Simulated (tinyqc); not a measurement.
Velocity overshoot from momentum and energy balance equations after a field step. Which input was changed? Computed by tinyqc, a small Python program. Command: `OMP_NUM_THREADS=1 python tinyqc.py 3027758 3027759 out.jsonl overshoot which`. One thread of a shared host (Intel(R) Xeon(R) Processor @ 2.30GHz), about 0.1 s of CPU time with the checks.

At t = 0 the field jumps from 0 to F in a uniform sample. v is the drift velocity and u = w - (3/2) k_B T the excess energy per carrier.

Inputs (values chosen for the exercise, modelled on electrons in silicon except for tau_E):
```
quantity,value,unit
effective mass m,0.26,m_0
low-field mobility mu_0,1400,cm^2/(V s)
saturation velocity v_s,1,1e7 cm/s
energy relaxation time tau_E,0.29,ps
field after the step F,42,kV/cm
lattice temperature T,300,K
time step dt,2.8,fs
```

Scheme: implicit in the damping.

Constants: m_0 = 9.1093837015e-31 kg; e = 1.602176634e-19 C; k_B = 8.617333262e-05 eV/K.

Method:
- dv/dt = e F/m - v/tau_m(u), du/dt = e F v - u/tau_E, tau_m(u) = tau_0/(1 + c u), tau_0 = m mu_0/e, c = mu_0/(e tau_E v_s^2); this choice gives the steady state v (1 + mu_0 F v/v_s^2) = mu_0 F, which saturates at v_s. Steady velocity v = 2 mu_0 F/(1 + sqrt(1 + 4 (mu_0 F/v_s)^2)); u = e F v tau_E; carrier temperature T + 2u/(3 k_B), neglecting the drift energy m v^2/2.
- Step: v_new = (v + dt e F/m)/(1 + dt/tau_m(u)), u_new = (u + dt e F v_new)/(1 + dt/tau_E). Start v = u = 0; the distance adds dt (v + v_new)/2.
- Run to 8 times the larger of tau_E and tau_0, but at most 20001 steps, and stop early if |v| > 1000 v_s or u < -1/(2c); the run is accepted if the last v is within 0.5 % of the steady value.

Task: One of these inputs alone was changed, within the range given: effective mass m (0.13 to 0.52); low-field mobility mu_0 (700 to 2800); saturation velocity v_s (0.5 to 2); field after the step F (21 to 84). Which one, and to what value?

Results:
```
run,peak over steady velocity,peak velocity (1e7 cm/s),steady carrier temperature (K)
before,1.936276,1.778614,1165.561
after,2.007048,1.843624,1165.561
```

Result:

Each candidate set to reproduce peak over steady velocity, and what it then gives:
```
candidate,range searched,value needed,peak velocity (1e7 cm/s),steady carrier temperature (K)
effective mass m (m_0),0.13 to 0.52,0.2250,1.8436,1165.6
low-field mobility mu_0 (cm^2/(V s)),700 to 2800,2134,1.8982,1191.2
saturation velocity v_s (1e7 cm/s),0.5 to 2,0.9028,1.6782,1087.9
field after the step F (kV/cm),21 to 84,46.52,1.8589,1266.7
```

Only effective mass m fits every result: it went from 0.26 to 0.225 m_0. The next best candidate, low-field mobility mu_0, misses one result by 3.0 %.
